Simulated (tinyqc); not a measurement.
From results back to parameters: defect-molecule model of a vacancy with Jahn-Teller distortion. Four cases, with inputs chosen for the exercise.

Problem. With et the undistorted t2 level, Uc the repulsion of two electrons, I the Jahn-Teller coupling and k the force constant, the levels above Ev are E(2+/+) = et - E_JT, E(+/0) = et - 3 E_JT + Uc, the Stokes shift of the first transition is 2 E_JT, E_JT = 2 I^2/k and the distortion of the + state is 2 I/k. The values below come from hidden parameters.

Find: et, Uc; I; k.

Method. E_JT is half the Stokes shift; et = E(2+/+) + E_JT; Uc = E(+/0) - E(2+/+) + 2 E_JT; with Q the distortion, I = E_JT/Q and k = 2 E_JT/Q^2.

Case 1.

levels (eV): (2+/+) 0.18903, (+/0) 0.10709

Stokes shift = 0.321942 eV
distortion of + = 0.136416 angstrom

Solution.

et, Uc (eV): 0.350  0.240

I = 1.18 eV/angstrom
k = 17.3 eV/angstrom^2

Case 2.

levels (eV): (2+/+) 0.18446, (+/0) 0.13337

Stokes shift = 0.251084 eV
distortion of + = 0.118436 angstrom

Solution.

et, Uc (eV): 0.310  0.200

I = 1.06 eV/angstrom
k = 17.9 eV/angstrom^2

Case 3.

levels (eV): (2+/+) 0.23679, (+/0) 0.13037

Stokes shift = 0.466418 eV
distortion of + = 0.186567 angstrom

Solution.

et, Uc (eV): 0.470  0.360

I = 1.25 eV/angstrom
k = 13.4 eV/angstrom^2

Case 4.

levels (eV): (2+/+) 0.21480, (+/0) 0.15441

Stokes shift = 0.270391 eV
distortion of + = 0.122905 angstrom

Solution.

et, Uc (eV): 0.350  0.210

I = 1.10 eV/angstrom
k = 17.9 eV/angstrom^2

Computed by tinyqc, one run a case: `OMP_NUM_THREADS=1 python tinyqc.py N N+1 out.jsonl` with N = 1452293, 1452331, 1452338, 1452353; one thread of a shared Intel(R) Xeon(R) Processor @ 2.30GHz, about 0.01 s a run at most.
